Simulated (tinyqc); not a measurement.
Free and trapped electrons in a MOS channel with a dense trap tail: one step of the calculation.

p-type body, charge-sheet picture, full ionisation (an idealisation for deep acceptors), Boltzmann statistics for free electrons. e = Ec - EF at the surface. Acceptor-like traps of density D(E) = D0 + De exp(-E/Ew) at depth E below Ec, from 0 to Eu, hold n_t = integral of D(E)/(1 + exp((e - E)/Vt)). psi = Eg - Vt ln(Nv/Na) - e; N_dep = sqrt(2 eps0 eps_r Na (psi - Vt)/q); n_f = sqrt(N_dep^2 + 2 eps0 eps_r Vt Nc exp(-e/Vt)/q) - N_dep; Vg = Vfb + psi + q (N_dep + n_t + n_f)/Cox, Cox = eps0 eox/tox.

Problem. Trapped charge. Trapezoid rule on 16 equal steps from 0 to Eu, f = 1/(1 + exp((e - E)/Vt)).

Parameters, values chosen for the exercise; band and dielectric values close to those of 4H silicon carbide:
- T = 400 K (temperature)
- D0 = 1.1e10 cm^-2 eV^-1 (constant background density of acceptor-like traps)
- De = 9.4e12 cm^-2 eV^-1 (density of the tail at the conduction edge)
- Ew = 0.12 eV (decay energy of the tail)
- Eu = 0.69 eV (depth below Ec down to which the traps reach)
- e = 0.184 eV (Ec - EF at the surface)

Constants: q = 1.602176634e-19 C, kB = 1.380649e-23 J/K, Vt = kB T/q. Results are converted to the units shown.

Give: E; D(E) f; n_t.

Solution.

| point | E (eV) | D(E) f (cm^-2 eV^-1) |
|---|---|---|
| 0 | 0 | 4.500e10 |
| 1 | 0.04312 | 1.085e11 |
| 2 | 0.08625 | 2.545e11 |
| 3 | 0.1294 | 5.460e11 |
| 4 | 0.1725 | 9.364e11 |
| 5 | 0.2156 | 1.122e12 |
| 6 | 0.2587 | 9.864e11 |
| 7 | 0.3019 | 7.462e11 |
| 8 | 0.3450 | 5.363e11 |
| 9 | 0.3881 | 3.802e11 |
| 10 | 0.4313 | 2.692e11 |
| 11 | 0.4744 | 1.914e11 |
| 12 | 0.5175 | 1.370e11 |
| 13 | 0.5606 | 9.893e10 |
| 14 | 0.6038 | 7.239e10 |
| 15 | 0.6469 | 5.386e10 |
| 16 | 0.6900 | 4.092e10 |

n_t = 2.795e11 cm^-2

Computed by the program tinyqc: `OMP_NUM_THREADS=1 python tinyqc.py 2222047 2222048 out.jsonl`, one thread of a shared Intel Xeon 2.30GHz, about 0.02 s for the whole run.
